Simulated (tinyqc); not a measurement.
What the s* orbital does: sp3s* tight binding.

sp3s* tight binding, nearest neighbours only: anion (a) at 0, cation (c) at a/4 (1,1,1), orbitals s, px, py, pz, s* on each; k in units of 2 pi/a. With phases e_j = exp(i (pi/2) k.n_j) for n = (1,1,1), (1,-1,-1), (-1,1,-1), (-1,-1,1): g0 = (e1+e2+e3+e4)/4, g1 = (e1+e2-e3-e4)/4, g2 = (e1-e2+e3-e4)/4, g3 = (e1-e2-e3+e4)/4. The diagonal holds the levels Esa, Epa, Exa (s*) and Esc, Epc, Exc. Anion-cation block: <sa|sc> = Vss g0; <sa|xc> = Vsapc g1; <xa|sc> = -Vscpa g1; <xa|xc> = Vxx g0; <xa|yc> = <ya|xc> = Vxy g3, <xa|zc> = <za|xc> = Vxy g2, <ya|zc> = <za|yc> = Vxy g1; <s*a|xc> = Vxapc g1; <xa|s*c> = -Vpaxc g1; y and z take g2 and g3 in place of g1; s-s* and s*-s* vanish.

Values chosen for the exercise (near a published set for Ge, fitted to gaps, whose masses and valley positions are rough; the results hold for these values, not for the real material): Esa = -5.834 eV (s level of the anion); Epa = 1.622 eV (p level of the anion); Esc = -5.834 eV (s level of the cation); Epc = 1.622 eV (p level of the cation); Exa = 6.394 eV (s* level of the anion); Exc = 6.394 eV (s* level of the cation); Vss = -6.824 eV (s-s); Vxx = 1.598 eV (px-px); Vxy = 4.875 eV (px-py); Vsapc = 5.457 eV (s anion, p cation); Vscpa = 5.457 eV (s cation, p anion); Vxapc = 5.234 eV (s* anion, p cation); Vpaxc = 5.234 eV (p anion, s* cation).

The s* couplings Vxapc and Vpaxc are scaled by f; f = 0 is the plain sp3 model. Gaps from the top of the valence band at Gamma; the Delta value is the minimum on (x,0,0), 0.5 <= x <= 1.

Gaps (eV):
```
f,Gamma,Delta,L,x of the minimum
0.00,0.9660,3.6486,2.2639,0.500
0.25,0.9660,3.4752,2.1159,0.500
0.50,0.9660,2.8055,1.7432,0.669
0.75,0.9660,1.7991,1.2687,0.785
0.90,0.9660,1.1748,0.9723,0.802
1.00,0.9660,0.7605,0.7773,0.806
1.10,0.9660,0.3497,0.5869,0.807
```

What can be read from this table?

The gap at Gamma stays, since g1 to g3 vanish there. From f = 0 to 1 the s* levels lower the Delta value by 2.888 eV and L by 1.487 eV. For f = 0 and 0.25 the least value lies at x = 0.5, the end of the range: any valley further out lies above that value until s* has lowered it enough. The lowest of the three is Gamma at f = 0 and the Delta line at f = 1.

Run: tinyqc, `OMP_NUM_THREADS=1 python tinyqc.py 1481911 1481912 out.jsonl`; Intel(R) Xeon(R) Processor @ 2.30GHz, one thread, shared host; about 0.07 s of CPU time with all checks.
